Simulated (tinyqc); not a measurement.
# Worked calculation: trench capacitor in an array: capacitance, non-linearity, leakage and relaxation

tinyqc, about 0.01 s, one thread, Intel Xeon 2.30GHz (shared host): `OMP_NUM_THREADS=1 python tinyqc.py 2102089 2102090 out.jsonl` Printed values are rounded.

A film between two metal electrodes, each interface adding a series capacitance ci. The small-signal permittivity is ek (1 + aq E^2); the field is found with the linear permittivity. Leakage J = J0 sinh(E/Ef). After a voltage step the film passes a relaxation current kr C V tt^(-nr), tt being the time in seconds. The sidewall is a coaxial capacitor with radii a = dm/2 - t and b = dm/2, depth AR dm; the end face is left out.

Values chosen for this exercise; permittivity of the order of that of silicon nitride: relative permittivity of the film ek = 7.63; film thickness t = 8.8 nm; capacitance of each electrode interface (dead layer and screening) ci = 1000 uF/cm^2; quadratic field coefficient of the permittivity aq = 0.0027 cm^2/MV^2; bias V = 0.6 V; leakage prefactor J0 = 8.2e-11 A/cm^2; field for an e-fold rise of the leakage Ef = 0.3 MV/cm; diameter of the hole dm = 50 nm; aspect ratio, depth over diameter AR = 10; pitch of the square array pt = 78 nm; resistivity of the inner electrode rho = 110 uohm cm.

Constants: eps0 = 8.8541878128e-14 F/cm where lengths are in cm. Results are converted to the units shown.

## Planar capacitance, field and non-linearity

Planar film: Cf = eps0 ek/t, 1/C = 1/Cf + 2/ci, EOT = 3.9 eps0/C, effective permittivity C t/eps0, E = (V/t) C/Cf; quadratic coefficient [C(V)/C - 1]/V^2 with Cf (1 + aq E^2) in C(V).

Cf = 0.767698 uF/cm^2
C = 0.766521 uF/cm^2
EOT = 4.50494 nm
effective permittivity = 7.61830
E = 0.680773 MV/cm
quadratic coefficient = 3470.55 ppm/V^2
J = 3.92316e-10 A/cm^2

The interfaces take 0.153 % of the voltage.

## Cell capacitance, fields and time constant

Per length 1/c = ln(b/a)/(2 pi eps0 ek) + (1/a + 1/b)/(2 pi ci); cell capacitance c AR dm; per footprint over pt^2; fields c V/(2 pi eps0 ek r) at r = a and b; resistance of the inner electrode rho AR dm/(pi a^2); time constant R C/3 of the distributed line.

a = 16.2 nm
b = 25 nm
cell capacitance = 0.488407 fF
capacitance per footprint = 8.02772 uF/cm^2
field at a = 0.852304 MV/cm
field at b = 0.552293 MV/cm
R = 0.667087 kohm
R C/3 = 0.108603 ps

The array gives 10.5 times the planar capacitance per footprint; curvature makes the field at the inner electrode 1.25 times the planar value.
